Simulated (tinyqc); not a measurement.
Epitaxial growth on a vicinal surface: Burton-Cabrera-Frank step flow, step-edge barrier and island nucleation: one step, computed by the program tinyqc.

Adatoms land at rate F, hop on a square grid (a simplification for hexagonal faces), desorb, or join steps. Lengths are in units of a and n is the adatom coverage. Steps ascend at x = 0 and descend at x = l.

Task: Scales. D = nu exp(-E_d/(k_B T)) (a^2/s, nu counted per direction); tau = exp(E_a/(k_B T))/nu; x_s = sqrt(D tau); n_eq = exp(-E_f/(k_B T)); terrace width l = h/(a tan(miscut)); Schwoebel length l_s = exp(E_s/(k_B T)) - 1. Temperatures in kelvin are T(C) + 273.15.

Inputs (values chosen for the exercise, close to those used for GaAs(001)):
```
quantity                     value      unit
site spacing a                   4  angstrom
step height h                 2.83  angstrom
diffusion barrier E_d          1.4        eV
desorption energy E_a         2.72        eV
adatom formation energy E_f  0.871        eV
step-edge barrier E_s         0.28        eV
attempt frequency nu            10       THz
miscut angle                     1   degrees
temperature T                  610         C
```

Constants: k_B = 8.617333262e-05 eV/K.

Give: D; lifetime tau; diffusion length x_s; equilibrium coverage n_eq; terrace width l; Schwoebel length l_s.

Result:

D = 1.025e+05 a^2/s

lifetime tau = 332.6 s

diffusion length x_s = 5839 a

equilibrium coverage n_eq = 1.070e-05

terrace width l = 40.53 a

Schwoebel length l_s = 38.61 a

l/x_s = 0.00694: nearly every adatom reaches a step.
